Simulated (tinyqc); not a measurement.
Sp3 tight binding, zinc-blende lattice, step by step. One step of it, computed by the program tinyqc.

Problem. Levels at k. Diagonalise the Hermitian matrix.

H(k) at k (eV), lower triangle (Hermitian):
```
                      a s                a px                 a py                 a pz
a s            -15.520000
a px             0.000000           -5.800000
a py             0.000000            0.000000            -5.800000
a pz             0.000000            0.000000             0.000000            -5.800000
c s   -1.199650-1.890346i  0.937378+1.477071i  -4.314173-0.320936i  -0.505715-2.737857i
c px  -0.937378-1.477071i  0.387857+0.611164i   0.613146+3.319475i   5.230656+0.389115i
c py   4.314173+0.320936i  0.613146+3.319475i   0.387857+0.611164i  -1.136510-1.790854i
c pz   0.505715+2.737857i  5.230656+0.389115i  -1.136510-1.790854i   0.387857+0.611164i

             c s       c px       c py       c pz
c s   -15.520000
c px    0.000000  -5.800000
c py    0.000000   0.000000  -5.800000
c pz    0.000000   0.000000   0.000000  -5.800000
```

Give: eigenvalues; weights |c|^2 of the basis functions.

Solution.

eigenvalues (eV): -19.6110  -16.8048  -12.5528  -11.6882  -4.6158  -2.0325  0.1039  1.3611

weights |c|^2 of the basis functions:
```
      band 1  band 2  band 3  band 4  band 5  band 6  band 7  band 8
a s   0.4473  0.3443  0.0188  0.0005  0.1365  0.0474  0.0003  0.0049
a px  0.0052  0.0303  0.1638  0.2854  0.0153  0.0139  0.2855  0.2005
a py  0.0364  0.0748  0.1423  0.0315  0.2517  0.3290  0.0217  0.1126
a pz  0.0111  0.0505  0.1751  0.1826  0.0965  0.1098  0.1924  0.1820
c s   0.4473  0.3443  0.0188  0.0005  0.1365  0.0474  0.0003  0.0049
c px  0.0052  0.0303  0.1638  0.2854  0.0153  0.0139  0.2855  0.2005
c py  0.0364  0.0748  0.1423  0.0315  0.2517  0.3290  0.0217  0.1126
c pz  0.0111  0.0505  0.1751  0.1826  0.0965  0.1098  0.1924  0.1820
```
